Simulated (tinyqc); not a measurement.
## Undoped gate-all-around wire MOSFET, analytic charge model: effect of the temperature

An undoped round wire of radius R under an insulator shell and a surrounding gate; long channel, electrons only, n = ni exp((psi - V)/Vt) with V the quasi-Fermi potential (0 at the source, Vd at the drain), constant mobility, no quantisation. The radial Poisson equation gives n(r) = n(0)/(1 - (1 - b) r^2/R^2)^2 with b = Q0/(Q + Q0). Q is the electron charge per area of the wire surface.

Nc and Nv are given at 300 K and scale as (T/300 K)^1.5; Eg and mu are held fixed. ni = sqrt(Nc Nv) exp(-Eg/(2 Vt)), Eg in volts; Cox = eps0 eox/(R ln(1 + tox/R)); Q0 = 4 eps0 eps_r Vt/R; V0 = dphi + Vt ln[8 eps0 eps_r Vt/(q ni R^2)]. Q solves Vg - V0 - V = Q/Cox + Vt ln(Q/Q0) + Vt ln(1 + Q/Q0). I = mu (2 pi R/L)[2 Vt (Qs - Qd) + (Qs^2 - Qd^2)/(2 Cox) + Vt Q0 ln((Qd + Q0)/(Qs + Q0))], with Qs at V = 0 and Qd at V = Vd.  I(low) is taken at Vg = 0.51 V, Qs and I(high) at Vg = 1.26 V.

Parameters, values chosen for the exercise; material values those of a made-up semiconductor:
- Eg = 1.31 eV (band gap)
- eps_r = 9.15 (relative permittivity of the semiconductor)
- Nc = 2.38e19 cm^-3 (conduction-band density of states at the reference temperature)
- Nv = 3.06e19 cm^-3 (valence-band density of states at the reference temperature)
- eox = 9.08 (relative permittivity of the gate insulator)
- tox = 2.4 nm (insulator thickness)
- R = 3 nm (wire radius)
- dphi = 0.13 V (gate work function less that of the intrinsic body)
- mu = 800 cm^2/(V s) (channel mobility)
- L = 0.1 um (gate length)
- Vd = 1 V (drain voltage)

Constants: q = 1.602176634e-19 C, kB = 1.380649e-23 J/K, Vt = kB T/q, eps0 = 8.8541878128e-14 F/cm where lengths are in cm. Results are converted to the units shown.

Result of one run:

| V0 (V) | I(low) (nA) | Qs(high) (nC/cm^2) | I(high) (uA) |
|---|---|---|---|
| 0.7720 | 5.839e-4 | 1837 | 64.94 |

Which temperature T gave this result: 220, 280, 340 or 400 K?

T = 220 K.

The whole series:

| T (K) | V0 (V) | I(low) (nA) | Qs(high) (nC/cm^2) | I(high) (uA) |
|---|---|---|---|---|
| 220 | 0.7720 | 5.839e-4 | 1837 | 64.94 |
| 250 | 0.7688 | 0.004583 | 1823 | 65.17 |
| 280 | 0.7655 | 0.02389 | 1813 | 65.59 |
| 310 | 0.7621 | 0.09281 | 1806 | 66.15 |
| 340 | 0.7585 | 0.2899 | 1800 | 66.86 |
| 370 | 0.7548 | 0.7663 | 1798 | 67.69 |
| 400 | 0.7510 | 1.777 | 1796 | 68.63 |
| 430 | 0.7471 | 3.710 | 1797 | 69.68 |

As T goes from 220 to 430 K, I(low) rises from 5.84e-4 to 3.71 nA and I(high) rises from 64.9 to 69.7 uA. V0 falls from 0.772 to 0.747 V. In every row the surface density at the source at the higher gate voltage passes 0.3 Nc, where Boltzmann statistics fail. In every row mu V/L at the higher gate voltage, with V the smaller of Vd and Vg - V0, passes 3e6 cm/s, so velocity saturation would lower the current. In every row the mobility is held fixed, though a real one changes with T. In every row the body is thin enough for quantum confinement, left out here, to raise the threshold.

Computed by the program tinyqc: `OMP_NUM_THREADS=1 python tinyqc.py 2460062 2460063 out.jsonl`, one thread of a shared Intel Xeon 2.30GHz, about 0.02 s for the whole run.
